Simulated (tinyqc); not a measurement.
Comparisons within one model: sp3s* tight binding with spin-orbit coupling. A value that a table varies takes the place of the one given here.

sp3s* tight binding, nearest neighbours only: anion (a) at 0, cation (c) at a/4 (1,1,1), orbitals s, px, py, pz, s* on each; k in units of 2 pi/a. With phases e_j = exp(i (pi/2) k.n_j) for n = (1,1,1), (1,-1,-1), (-1,1,-1), (-1,-1,1): g0 = (e1+e2+e3+e4)/4, g1 = (e1+e2-e3-e4)/4, g2 = (e1-e2+e3-e4)/4, g3 = (e1-e2-e3+e4)/4. The diagonal holds the levels Esa, Epa, Exa (s*) and Esc, Epc, Exc. Anion-cation block: <sa|sc> = Vss g0; <sa|xc> = Vsapc g1; <xa|sc> = -Vscpa g1; <xa|xc> = Vxx g0; <xa|yc> = <ya|xc> = Vxy g3, <xa|zc> = <za|xc> = Vxy g2, <ya|zc> = <za|yc> = Vxy g1; <s*a|xc> = Vxapc g1; <xa|s*c> = -Vpaxc g1; y and z take g2 and g3 in place of g1; s-s* and s*-s* vanish.

Spin-orbit coupling acts within the p shell of each atom as (D/3) L.sigma, D = Da or Dc: it puts four states at Ep + D/3 and two at Ep - 2D/3.

Parameters, chosen for this exercise (near a published set for diamond, fitted to gaps, whose masses and valley positions are rough; spin-orbit coupling, where it is added without a refit, lifts the valence top and shrinks all gaps by about a third of the splitting; not measured data): Esa = -4.516 eV (s level of the anion); Epa = 3.855 eV (p level of the anion); Esc = -4.516 eV (s level of the cation); Epc = 3.855 eV (p level of the cation); Exa = 11.304 eV (s* level of the anion); Exc = 11.304 eV (s* level of the cation); Vss = -22.581 eV (s-s); Vxx = 3.857 eV (px-px); Vxy = 11.604 eV (px-py); Vsapc = 15.141 eV (s anion, p cation); Vscpa = 15.141 eV (s cation, p anion); Vxapc = 8.248 eV (s* anion, p cation); Vpaxc = 8.248 eV (p anion, s* cation); Da = 0.006 eV (atomic spin-orbit splitting, anion); Dc = 0.006 eV (the same, cation); eta = 3 (scaling exponent); D001 = 0.24 (ratio -ezz/exx).

## What the s* orbital does

The s* couplings Vxapc and Vpaxc are scaled by f; f = 0 is the plain sp3 model. Gaps from the top of the valence band at Gamma; the Delta value is the minimum on (x,0,0), 0.5 <= x <= 1.

Gaps (eV):
```
f      Gamma    Delta        L  x of the minimum
0.00  7.7080  10.3053  11.3040             0.500
0.25  7.7080   9.3420  10.9499             0.500
0.50  7.7080   8.0171  10.0455             0.500
0.75  7.7080   6.6724   8.8431             0.500
0.90  7.7080   5.8336   8.0475             0.557
1.00  7.7080   5.2568   7.4990             0.579
1.10  7.7080   4.6744   6.9406             0.595
```

The gap at Gamma stays, since g1 to g3 vanish there. From f = 0 to 1 the s* levels lower the Delta value by 5.048 eV and L by 3.805 eV. For f = 0, 0.25, 0.5 and 0.75 the least value lies at x = 0.5, the end of the range: any valley further out lies above that value until s* has lowered it enough. The lowest of the three is Gamma at f = 0 and the Delta line at f = 1.

## Hydrostatic strain (sp3s* tight binding with spin-orbit coupling, strained)

Strain e moves each bond vector to d = (1 + e) d0 (no internal displacement for the diagonal strains used here) and k is given in fractions of the strained reciprocal cell, so the phases stay. Two-centre values Vss_sigma = Vss/4, Vsp_sigma = sqrt3 V/4 for each s-p and s*-p pair, Vpp_sigma = (Vxx + 2 Vxy)/4, Vpp_pi = (Vxx - Vxy)/4 are scaled by (d0/d)^eta and combined with the new direction cosines; the levels on the diagonal stay.

exx = eyy = ezz = e. Gaps as measured from the top of the valence band; the deformation potentials are (gap(0.01) - gap(-0.01))/0.06.

Gaps (eV):
```
e       Gamma   Delta       L  x of the minimum
-0.03  8.4461  5.4921  7.7439             0.578
-0.02  8.1900  5.4127  7.6602             0.579
-0.01  7.9441  5.3343  7.5786             0.579
0.00   7.7080  5.2568  7.4990             0.579
0.01   7.4811  5.1801  7.4211             0.579
0.02   7.2631  5.1042  7.3447             0.579
0.03   7.0534  5.0290  7.2699             0.579
```

gap deformation potentials (eV): Gamma -7.717, Delta -2.570, L -2.626

Per unit of volume strain the gaps move by -7.72 (Gamma), -2.57 (Delta) and -2.63 eV (L). The lowest valley stays the Delta line over the range. These potentials follow from the one exponent eta, which fitted models replace by one for each integral; with it the sizes are rough, the sign for Delta can be wrong (in Si, Ge and the III-V crystals measured values are small and positive), and the pressures at which valleys cross, and which valley takes over, are rough too. A gap of zero, where one is listed, marks an s level that has sunk below the valence top.

## Biaxial strain splits the top of the valence band (sp3s* tight binding, strained)

No spin-orbit coupling; k = 0; exx = eyy = e, ezz = -D001 e. The four bonds keep equal lengths, and the sums over them give Vxx(e) for px and py and Vzz(e) for pz; each level is the lower root of [[Epa, V], [V, Epc]], and the s level the upper root of the s block. The shear potential b follows from E(x,y) - E(z) = 3 b (exx - ezz), taken as the slope between e = -0.005 and 0.005.

Couplings and levels at Gamma (eV):
```
e           ezz  Vxx(e)  Vzz(e)   E(x,y)     E(z)  E(x,y) - E(z) (meV)  upper s level
-0.020   0.0048  3.7933  4.3990   0.0617  -0.5440                605.7        18.8740
-0.010   0.0024  3.8271  4.1223   0.0279  -0.2673                295.2        18.4659
-0.005   0.0012  3.8425  3.9883   0.0125  -0.1333                145.7        18.2646
0.005   -0.0012  3.8706  3.7285  -0.0156   0.1265               -142.1        17.8672
0.010   -0.0024  3.8832  3.6027  -0.0282   0.2523               -280.5        17.6711
0.020   -0.0048  3.9059  3.3590  -0.0509   0.4960               -546.9        17.2841
```

b = -7.737 eV

Under tension in the plane (e > 0) the bonds tilt towards the plane, Vxx grows to 3.8832 and Vzz falls to 3.6027 eV at e = 0.01, and the pz state forms the top of the valence band, by 280.5 meV; under compression (e = -0.01) the px, py pair does, by 295.2 meV. The slope gives b = -7.74 eV, a rough value, since on-site strain terms are left out (measured values lie near -2 eV).

## What each parameter does

Gaps from the top of the valence band at Gamma; Delta is the minimum on (x,0,0), 0.5 <= x <= 1. A change on one sublattice alone makes the two atoms unequal. Each row changes one parameter from the base and keeps the others.

Results:
```
case              Ev (eV)  gap Gamma (eV)  gap Delta (eV)  gap L (eV)
base               0.0000          7.7080          5.2568      7.4990
Epa = 3.555 eV    -0.1529          7.7138          5.3473      7.6207
Exa = 11.004 eV    0.0000          7.7080          5.1827      7.3849
Esc = -4.816 eV    0.0000          7.7080          5.2408      7.4889
Vss = -22.781 eV   0.0000          7.7080          5.2438      7.4924
Epc = 3.555 eV    -0.1529          7.7138          5.3473      7.6207
Esa = -4.816 eV    0.0000          7.7080          5.2408      7.4889
```

The largest shifts from the base row, up to three for each result and ties (the steps differ in size, so this ranks the rows, not the parameters). Ev (eV): Epa -0.1529, Epc -0.1529; unchanged at the printed digits by Exa, Esc, Vss and Esa. gap Gamma (eV): Epa +0.0058, Epc +0.0058; unchanged at the printed digits by Exa, Esc, Vss and Esa. gap Delta (eV): Epc +0.0905, Epa +0.0905, Exa -0.0741. gap L (eV): Epc +0.1217, Epa +0.1217, Exa -0.1141. Exa cannot move Ev or the gap at Gamma, whose blocks do not hold them; s parameters never move Ev, and move the gap only where the lowest empty level at Gamma is s-like.

Computed by tinyqc, a small Python program: `OMP_NUM_THREADS=1 python tinyqc.py 1452454 1452455 out.jsonl` (the numbers bound the seed that draws the inputs); one thread of a shared host (Intel(R) Xeon(R) Processor @ 2.30GHz), about 0.2 s for the whole set of steps.
